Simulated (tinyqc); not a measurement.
Boltzmann transport in a parabolic band with a power-law relaxation time: one step. Integrals for r = 0.5 (polar optical or piezoelectric scattering). Two cases, with inputs chosen for the exercise.

Problem. Evaluate F_j and K_j for j = 1/2, r + 1/2, r + 3/2, r + 5/2 and 2r + 1/2 (each value once).

F_j(eta) = (1/Gamma(j + 1)) integral_0^infinity x^j dx/(1 + exp(x - eta)), which tends to exp(eta) for eta << 0.

tau = tau0 x^r with x = E/kT. With K_j = Gamma(j + 1) F_j(eta): <tau> = tau0 (r + 3/2) K_(r+1/2)/((3/2) K_(1/2)); mu = <tau>/(mc m0/e), m0/e = 5.685630e-12 kg/C; Hall factor rH = (3/2) K_(1/2) (2r + 3/2) K_(2r+1/2)/((r + 3/2) K_(r+1/2))^2; Seebeck S = -(kB/e) [(r + 5/2) K_(r+3/2)/((r + 3/2) K_(r+1/2)) - eta]; Lorenz number L = (kB/e)^2 [(r + 7/2) K_(r+5/2)/((r + 3/2) K_(r+1/2)) - ((r + 5/2) K_(r+3/2)/((r + 3/2) K_(r+1/2)))^2]; kB/e in V/K. Valley anisotropy is left out of rH.

Give: F_j and K_j.

Case 1.

Values chosen (out of a larger set: masses near those of GaAs; tau0 is set for a mobility of the usual size at this n, kL is a free input; freeze-out and phonon drag, which matter near 77 K, are left out; not measured data): r = 0.5 (exponent of tau).

eta = -0.197409

Solution.

F_j and K_j:

| j | F_j | K_j |
|---|---|---|
| 0.5 | 0.65298 | 0.57869 |
| 1.0 | 0.69506 | 0.69506 |
| 2.0 | 0.75206 | 1.5041 |
| 3.0 | 0.78423 | 4.7054 |
| 1.5 | 0.72746 | 0.96704 |

Case 2.

Values chosen (out of a larger set: masses near those of Ge; tau0 is set for a mobility of the usual size at this n, kL is a free input; freeze-out and phonon drag, which matter near 77 K, are left out; not measured data): r = 0.5 (exponent of tau).

eta = -5.447926

Solution.

F_j and K_j:

| j | F_j | K_j |
|---|---|---|
| 0.5 | 0.0042987 | 0.0038096 |
| 1.0 | 0.0043006 | 0.0043006 |
| 2.0 | 0.0043029 | 0.0086058 |
| 3.0 | 0.0043041 | 0.025824 |
| 1.5 | 0.0043020 | 0.0057188 |

Computed by tinyqc, one run a case: `OMP_NUM_THREADS=1 python tinyqc.py N N+1 out.jsonl` with N = 1681897, 1682183; one thread of a shared Intel(R) Xeon(R) Processor @ 2.30GHz, about 0.02 s a run at most.
